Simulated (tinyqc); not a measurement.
Raising the sheet density: Gamma, L and X subbands of a thin body with non-parabolic valleys.

Hard walls, flat band, c = hbar^2/2m0, energies from the bulk Gamma edge. For a valley at angle theta to the normal 1/m_z = cos^2/ml + sin^2/mt and m_d = sqrt(ml mt^2/m_z). Subband n starts at E_v + e with e (1 + a e) = c (n pi/t)^2/m_z, and its density-of-states mass is taken as m_d (1 + 2 a e), without further growth at higher in-plane energy. Groups are named by valley and degeneracy.

n_i = g m/(2 pi c) kB T ln(1 + exp((EF - E_i)/kB T)), sum n_i = Ns (1e12/cm^2 = 1e-4/angstrom^2), c = hbar^2/2m0. Quantum capacitance Cq = 1602.176634 sum g m/(2 pi c) f_i in microfarad/cm^2 with f_i = 1/(1 + exp((E_i - EF)/kB T)); Cox = 34.5313/eot (one gate); C/Cox = Cq/(Cq + Cox), the centroid term left out.

Constants: hbar^2/2m0 = 3.80998211 eV angstrom^2; kB = 8.617333262e-05 eV/K.

Parameters, chosen for this exercise (near those of a thin GaAs channel; the results hold for these values, not for the real material): face = 110 (surface); mG = 0.0675 m0 (Gamma mass); aG = 0.58 1/eV (Gamma non-parabolicity); EL = 0.351 eV (L edge above Gamma); mL = (1.927, 0.074) m0 (L valleys (four, along <111>): ml, mt); EX = 0.521 eV (X edge above Gamma); mX = (1.254, 0.228) m0 (X valleys (three, along <100>): ml, mt); aS = 0.48 1/eV (non-parabolicity of L and X); t = 50 angstrom (body thickness); T = 300 K (temperature); eot = 10 angstrom (equivalent oxide thickness); Nl = (0.5, 1, 2, 4, 7, 11, 16) x 1e12/cm^2 (sheet densities).

Fixed thickness, n = 1 to 8 of all groups; the gate overdrive above the lowest edge is (EF - E_lowest)/e + 0.1602177 Ns/Cox in volts.

Results:

| Ns (1e12/cm^2) | EF - lowest (eV) | Gamma share (%) | Cq | C/Cox | overdrive (V) |
|---|---|---|---|---|---|
| 0.5 | -0.008 | 99.8 | 2.38 | 0.408 | 0.016 |
| 1.0 | 0.018 | 99.8 | 3.75 | 0.520 | 0.065 |
| 2.0 | 0.054 | 99.6 | 5.01 | 0.592 | 0.147 |
| 7.0 | 0.177 | 87.6 | 10.53 | 0.753 | 0.501 |
| 11.0 | 0.218 | 68.9 | 21.53 | 0.862 | 0.729 |
| 16.0 | 0.248 | 53.9 | 32.15 | 0.903 | 0.991 |

Give the missing row, Ns (1e12/cm^2) = 4.0.

Computed row:
```
Ns (1e12/cm^2)  EF - lowest (eV)  Gamma share (%)    Cq  C/Cox  overdrive (V)
4.0                        0.113             98.0  5.97  0.634          0.298
```

The lowest subband is G1 n=1. At the highest density band filling takes 0.248 V of the 0.991 V overdrive. Cq grows from 2.4 to 32.1 microfarad/cm^2, helped by heavier valleys that begin to fill: the Gamma share falls from 100 % to 54 %.

Run: tinyqc, `OMP_NUM_THREADS=1 python tinyqc.py 1251012 1251013 out.jsonl`; Intel(R) Xeon(R) Processor @ 2.30GHz, one thread, shared host; about 0.03 s of CPU time with all checks.
